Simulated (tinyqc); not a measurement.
## Lifetime from the low-frequency admittance

Problem. At low frequency a p+-n diode with a base of width wb has C_diff/G = (tau/2)(1 - 2 x/sinh 2x), x = wb/sqrt(Dp tau). Find tau, x and the limit of C_diff/G for infinite lifetime, wb^2/(3 Dp).

Parameters, values chosen for the exercise: hole diffusion coefficient Dp = 11 cm^2/s; width of the neutral base wb = 3.8 um.

G = 303.84934 S/cm^2
C_diff = 1.0111313 uF/cm^2

Answer. The ratio rises steadily with tau from tau/2 (long base) towards wb^2/(3 Dp) (short base), so one lifetime matches as long as the ratio is below that limit.

tau = 2.000e-8 s
x = 0.8102
limit of C_diff/G = 4.376e-9 s

Computed by the program tinyqc: `OMP_NUM_THREADS=1 python tinyqc.py 2890143 2890144 out.jsonl`, one thread of a shared Intel Xeon 2.30GHz, about 0.01 s for the whole run.
